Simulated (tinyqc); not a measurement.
# Area and perimeter leakage from two diodes

Question. A square diode and a finger diode leak I = JA area + JP perimeter. Find JA, JP and the side of the square at which both parts are equal.

areas (um^2): [10000, 120000]
perimeters (um): [400, 25200]
leakage currents (pA): [4.3108000, 52.280400]

Answer. Two linear equations give JA and JP; for a square of side a, JA a^2 = 4 JP a at a = 4 JP/JA.

JA = 4.30e-8 A/cm^2
JP = 2.70e-13 A/cm
side for equal parts = 0.251 um

tinyqc, about 0.01 s, one thread, Intel Xeon 2.30GHz (shared host): `OMP_NUM_THREADS=1 python tinyqc.py 2290112 2290113 out.jsonl`
